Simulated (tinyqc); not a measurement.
## Short-channel transistor, virtual-source model with series resistance: effect of the series resistance of each contact on the on and off currents

The current per gate width is the charge at the top of the source barrier (the virtual source) times its velocity times a saturation function; al and be are fitting constants of the model. Units: I in uA/um, Rs in ohm um, so I Rs = 1e-6 I Rs in volts; Q in uC/cm^2, so I = 1e-4 Q vx0 Fsat with vx0 in cm/s.

Intrinsic voltages Vg' = Vgs - I Rs, Vd' = Vds - 2 I Rs. n = n0 + nd Vd', VT = VT0 - dl Vd', Ff = 1/(1 + exp((Vg' - VT + al Vt/2)/(al Vt))), Q = Cinv n Vt ln(1 + exp((Vg' - VT + al Vt Ff)/(n Vt))), Vdsat = (vx0 L/mu)(1 - Ff) + Vt Ff, Fsat = u/(1 + u^be)^(1/be) with u = Vd'/Vdsat, and I = Q vx0 Fsat per width. I is solved self-consistently. Ion is I at Vgs = Vds = 0.7 V, Ioff at Vgs = 0, Vds = 0.7 V, and Rlin = Vds/I at Vgs = 0.7 V, Vds = 0.05 V.

Values chosen for this exercise: temperature T = 350 K; inversion capacitance Cinv = 3.51 uF/cm^2; velocity at the virtual source vx0 = 1.57e7 cm/s; apparent mobility mu = 130 cm^2/(V s); channel length L = 45 nm; threshold at zero drain voltage VT0 = 0.49 V; drain-induced barrier lowering dl = 0.137 V/V; subthreshold factor n0 = 1.18; growth of n with drain voltage nd = 0.05 1/V; threshold shift (in units of Vt) from weak to strong inversion al = 3.5; sharpness of saturation be = 2.

Constants: q = 1.602176634e-19 C, kB = 1.380649e-23 J/K, Vt = kB T/q. Results are converted to the units shown.

Effect of the series resistance of each contact on the on and off currents:

| Rs (ohm um) | Ion (uA/um) | Ioff (nA/um) | log10(Ion/Ioff) | Rlin (ohm um) |
|---|---|---|---|---|
| 0 | 1361.9 | 68.715 | 4.2971 | 411.28 |
| 25 | 1170.4 | 68.711 | 4.2313 | 465.86 |
| 50 | 1030.0 | 68.707 | 4.1758 | 519.59 |
| 100 | 836.70 | 68.699 | 4.0856 | 625.34 |
| 150 | 708.81 | 68.691 | 4.0136 | 729.60 |
| 200 | 617.28 | 68.683 | 3.9536 | 832.89 |
| 300 | 493.98 | 68.667 | 3.8570 | 1037.7 |
| 400 | 414.02 | 68.651 | 3.7804 | 1241.0 |

Read the table: what changes, and by how much?

As Rs goes from 0 to 400 ohm um, Ion falls from 1360 to 414 uA/um, Ioff stays near 68.7 nA/um and Rlin rises from 411 to 1240 ohm um. Ion changes by a factor of 0.304 and Ioff by 0.999. The off current drops so little voltage over Rs that it changes by under 1 %.

tinyqc, about 0.01 s, one thread, Intel Xeon 2.30GHz (shared host): `OMP_NUM_THREADS=1 python tinyqc.py 2380031 2380032 out.jsonl`
